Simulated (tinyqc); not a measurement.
# A and C from the efficiency peak

Problem. ABC model of an LED: J = q da (A n + Ba n^2 + Ca n^3), IQE = Ba n^2/(A n + Ba n^2 + Ca n^3), differential lifetime 1/(A + 2 Ba n + 3 Ca n^2). The peak lies at n = sqrt(A/Ca). Given Ba, find n at the peak, A and Ca.

Values chosen for this exercise: radiative coefficient of the active layer Ba = 6.6e-10 cm^3/s; thickness of the active layer da = 44 nm.

Constants: q = 1.602176634e-19 C. Results are converted to the units shown.

peak IQE = 99.806814 %
J at the peak = 33.020565 A/cm^2

Solution. IQE J = q da Ba n^2 gives n. At the peak A n = Ca n^3, each being half of the non-radiative rate Ba n^2 (1/IQE - 1).

n at the peak = 2.66e17 cm^-3
A = 1.70e5 1/s
Ca = 2.40e-30 cm^6/s

Program tinyqc, `OMP_NUM_THREADS=1 python tinyqc.py 2300065 2300066 out.jsonl`; Intel Xeon 2.30GHz, shared host, one thread, about 0.01 s.
